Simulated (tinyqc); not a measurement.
Nanosheet or nanowire with hard walls, valleys of the Si type, step by step. Values are carried at full precision from step to step, so a last printed digit may differ when a step is redone from the rounded ones.

Six ellipsoidal valleys along the cube axes: inverse mass tensor w = 1/mt + (1/ml - 1/mt) a a^T with a the unit axis. Device axes: x along the channel, z = [001], y = z x x.

Constants: hbar^2/2m0 = 3.80998211 eV angstrom^2; hbar = 6.58211957e-16 eV s; e^2/h = 3.874045865e-05 S; kB = 8.617333262e-05 eV/K.

Values chosen for the exercise (near those of Si; not measured data): ml = 0.927 m0 (longitudinal mass); mt = 0.188 m0 (transverse mass); channel = 110 (transport direction x on a (001) wafer); W = 115 angstrom (width, along y); H = 66 angstrom (height, along z = [001]); dE = 0.111 eV (EF above the lowest subband edge); T = 300 K (temperature); g_all = 6 (number of valleys).

## Valley masses for a [110] channel

Rotate w into the device axes and group equal valleys (|w_yz| counts); order by w_zz, then w_yy. 1/m_x = w_xx - w_xc w_c^-1 w_cx with c the block (y, z).

Valleys:
```
group  valleys g    w_yy    w_zz  |w_yz|  m_x (m0)
A              2  5.3191  1.0787  0.0000    0.1880
B              4  3.1989  5.3191  0.0000    0.5575
```

The lightest transport mass, 0.188 m0, belongs to group A.

## One-dimensional subbands

Hard walls around a W x H rectangle. The block w_c of w in (y, z) confines; the transport mass follows from 1/m_x = w_xx - w_xc w_c^-1 w_cx. The cross-section problem c (w_yy ky^2 + 2 w_yz ky kz + w_zz kz^2), c = hbar^2/2m0, is solved in products sin(n pi y/W) sin(l pi z/H), n, l = 1 to 12; if w_yz = 0 the levels are c pi^2 (w_yy n^2/W^2 + w_zz l^2/H^2). The w_yz term couples (n, l) to (n', l') by -2 c w_yz D_nn'(W) D_ll'(H) with D_nm(L) = 4 n m/(L (n^2 - m^2)) for n + m odd and 0 otherwise.

The ten lowest levels of all groups together, numbered within each group.

Subbands:
```
label  valleys g  m_x (m0)  E (eV)
A1             2    0.1880  0.0244
A2             2    0.1880  0.0524
B1             4    0.5575  0.0550
A3             2    0.1880  0.0698
B2             4    0.5575  0.0823
A4             2    0.1880  0.0977
A5             2    0.1880  0.0989
B3             4    0.5575  0.1278
A6             2    0.1880  0.1443
A7             2    0.1880  0.1454
```

The lowest subband is A1; the number of further ones in the list within kB T = 25.9 meV of it at 300 K is 0.

## Modes, density and velocity at zero temperature

With EF = E_lowest + dE, each subband below EF has k_F = sqrt(m_x (EF - E)/c), carries n = 2 g k_F/pi electrons per length (spin included), moves at v = 2 c k_F/(hbar m_x) and adds 2 g e^2/h to the ballistic conductance; c = hbar^2/2m0, 1 angstrom/s = 1e-8 cm/s.

Occupied subbands:
```
label  k_F (1/angstrom)  n (1/nm)  v (1e7 cm/s)
A1               0.0740     0.942          4.56
A2               0.0640     0.815          3.94
B1               0.1085     2.762          2.25
A3               0.0569     0.725          3.50
B2               0.0882     2.245          1.83
A4               0.0431     0.549          2.66
A5               0.0424     0.540          2.61
B3               0.0335     0.852          0.70
```

total n = 9.432 1/nm
ballistic conductance = 1704.6 microsiemens

EF lies below the last listed level, so the count is complete for these valleys (other families, and non-parabolicity above about 0.2 eV, are left out): 8 subbands with 22 valley modes. The Fermi velocity, averaged with the densities as weights, is 2.53 x 1e7 cm/s; the mean over all filled states moving one way is half of it.

## Threshold shift from confinement

Without degeneracy the line density is N1 exp((EF - Ec)/kB T) with N1 = sum 2 g sqrt(m_x kB T/(4 pi c)) exp(-E/kB T), here over n, l up to 80 where w_yz = 0 and over all levels of a 12 x 12 sine basis otherwise; the classical value is W H Nc with Nc = 2 g_all (m_dos kB T/(4 pi c))^(3/2), m_dos = (ml mt^2)^(1/3); dVt = kB T ln(W H Nc/N1).

Form N1, W H Nc and dVt.

N1 = 0.4940 1/nm
W H Nc = 2.069 1/nm
dVt = 37.0 mV

## Checks

- Lowest level of group A on a 40 x 40 difference grid against the sine basis, eV: both 0.024.

Computed by tinyqc, a small Python program: `OMP_NUM_THREADS=1 python tinyqc.py 1281493 1281494 out.jsonl` (the numbers bound the seed that draws the inputs); one thread of a shared host (Intel(R) Xeon(R) Processor @ 2.30GHz), about 0.03 s for the whole set of steps.
